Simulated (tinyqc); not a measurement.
# Worked calculation: threshold-voltage variability of a planar MOSFET, analytic estimates

Numbers from tinyqc (`OMP_NUM_THREADS=1 python tinyqc.py 2090083 2090084 out.jsonl`; about 0.01 s on one thread of a shared Intel Xeon 2.30GHz). Printed values are rounded.

Three independent sources add in quadrature: random dopants in the depleted layer, metal-gate grains of two orientations, and roughness of the two gate edges acting through the roll-off VT = VT(long) - Vr exp(-L/l). These are first-order estimates: no three-dimensional electrostatics, no percolation.

Parameters, values chosen for the exercise; material values those of a made-up semiconductor:
- T = 325 K (temperature)
- Eg = 0.916 eV (band gap)
- eps_r = 8.97 (relative permittivity of the semiconductor)
- Nc = 3.09e19 cm^-3 (conduction-band density of states at T)
- Nv = 3.81e19 cm^-3 (valence-band density of states at T)
- Na = 2.8e18 cm^-3 (channel doping)
- ti = 1.2 nm (oxide-equivalent thickness in inversion)
- L = 65 nm (gate length)
- W = 280 nm (gate width)
- G = 5 nm (metal grain size)
- dW = 0.15 eV (work-function difference of the two grain orientations)
- p = 0.4 (share of the orientation of higher work function)
- De = 0.7 nm (rms roughness of one gate edge)
- La = 15 nm (correlation length of the roughness)
- l = 16 nm (decay length of the threshold roll-off)
- Vr = 1.5 V (prefactor of the roll-off)
- n = 1.18 (subthreshold factor)
- gI = 25 1/V (gm/I of a matched pair)
- sb = 1.5 % (spread of the gain factor of one device)
- Nb = 65536 (number of cells)
- Y = 0.95 (wanted yield)

Constants: q = 1.602176634e-19 C, kB = 1.380649e-23 J/K, Vt = kB T/q, eps0 = 8.8541878128e-14 F/cm where lengths are in cm. Results are converted to the units shown.

## Random dopants

ni = sqrt(Nc Nv) exp(-Eg/(2 Vt)), Eg in volts; Cox = 3.9 eps0/ti; Wd = sqrt(4 eps0 eps_r Vt ln(Na/ni)/(q Na)); dopants: s1 = (q/Cox) sqrt(Na Wd/(3 L W)). The slope A1 = s1 sqrt(L W); mean number of dopants Na L W Wd.

Cox = 2.87761 uF/cm^2
Wd = 16.5722 nm
mean number of dopants = 844.522
A1 = 0.692448 mV um
s1 = 5.13277 mV

Counting alone, 1/sqrt(N) of the depletion voltage q Na Wd/Cox = 258 mV, would give sqrt(3) times more: dopants deep in the layer act less on the surface.

## Metal grains and edge roughness

Grains: Ng = L W/G^2 (at least 1), s2 = dW sqrt(p (1 - p)/Ng). Edges, with exponential correlation and u = W/La: the mean gate length has sL^2 = 2 De^2 (2/u)[1 - (1 - exp(-u))/u]; s3 = sL (Vr/l) exp(-L/l).

Ng = 728
s2 = 2.72352 mV
sL = 0.315238 nm
dVT/dL = 1.61306 mV/nm
s3 = 0.508497 mV

## Total spread, mismatch and leakage

s = sqrt(s1^2 + s2^2 + s3^2). For a pair: s(dVT) = sqrt(2) s; current mismatch sqrt(2) sqrt((gI s)^2 + sb^2); input offset = current mismatch/gI. For a Gaussian VT the off current is log-normal with mean/median = exp(s^2/(2 (n Vt)^2)).

s = 5.83279 mV
s(dVT) = 8.24881 mV
current mismatch = 20.7309 %
input offset = 8.29234 mV
mean/median of Ioff = 1.01570

The dopants give 77.4 % of the variance; without them s would be 2.77 mV.

## Iteration 1: margin in standard deviations for the wanted yield

k at the start = 4

Cells fail independently with probability Q(k) = erfc(k/sqrt(2))/2 when the margin is k standard deviations, and Y = exp(-Nb Q(k)). phi = exp(-k^2/2)/sqrt(2 pi). Newton steps on ln Q(k) = ln(-ln(Y)/Nb): k(new) = k + [ln Q - ln(-ln(Y)/Nb)] Q/phi.

Q(k) = 3.16712e-5
phi = 1.33830e-4
k after iteration 1 = 4.87572

## Iteration 2: margin in standard deviations for the wanted yield

As before.

Q(k) = 5.42061e-7
phi = 2.74629e-6
k after iteration 2 = 4.80322

## Course of the iteration: margin in standard deviations for the wanted yield

Stop when k changes by less than 1e-9, or after 30 iterations.

Course of the iteration:
```
iteration        k  |change|
1          4.87572     0.876
2          4.80322    0.0725
3          4.80271   5.08e-4
4          4.80271   2.49e-8
5          4.80271         0
```

Converged in 5 iterations. At the end the number of correct digits about doubles with each step. With s(dVT) = 8.25 mV, 4.80 standard deviations are 39.6 mV.
